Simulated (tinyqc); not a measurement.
On-chip power grid, static voltage drop by conjugate gradients: one step of the calculation.

A grid of 3 rows and 4 columns, node k = 4 row + column. Neighbours in a row are joined by Rx, in a column by Ry; pad nodes, which reach the supply through Rp: 0, 8. Each node draws I0, node 10 draws kh I0. The drops u = Vdd - V solve G u = i, with G the conductance matrix (1/Rp added on the diagonal at pad nodes).

Problem. Diagonal of G, loads and first direction. G_kk = sum of the conductances at node k. Start u = 0, so the residual is r = i; z = r/G_kk (Jacobi preconditioner), p = z.

Inputs (values chosen for the exercise): resistance of a horizontal segment Rx = 0.26 ohm; resistance of a vertical segment Ry = 1.9 ohm; resistance from a pad node to the supply Rp = 0.099 ohm; load current of an ordinary node I0 = 2.5 mA; factor on the load at the hot node kh = 3.

Give: G_kk; r at the start; p at the start.

Solution.

G_kk (S):
```
        col 0   col 1   col 2   col 3
row 0  14.473  8.2186  8.2186  4.3725
row 1  4.8988  8.7449  8.7449  4.8988
row 2  14.473  8.2186  8.2186  4.3725
```

r at the start (mA):
```
        col 0   col 1   col 2   col 3
row 0  2.5000  2.5000  2.5000  2.5000
row 1  2.5000  2.5000  2.5000  2.5000
row 2  2.5000  2.5000  7.5000  2.5000
```

p at the start (mV):
```
         col 0    col 1    col 2    col 3
row 0  0.17273  0.30419  0.30419  0.57176
row 1  0.51033  0.28588  0.28588  0.51033
row 2  0.17273  0.30419  0.91256  0.57176
```

Computed by the program tinyqc: `OMP_NUM_THREADS=1 python tinyqc.py 2770222 2770223 out.jsonl`, one thread of a shared Intel Xeon 2.30GHz, about 0.3 s for the whole run.
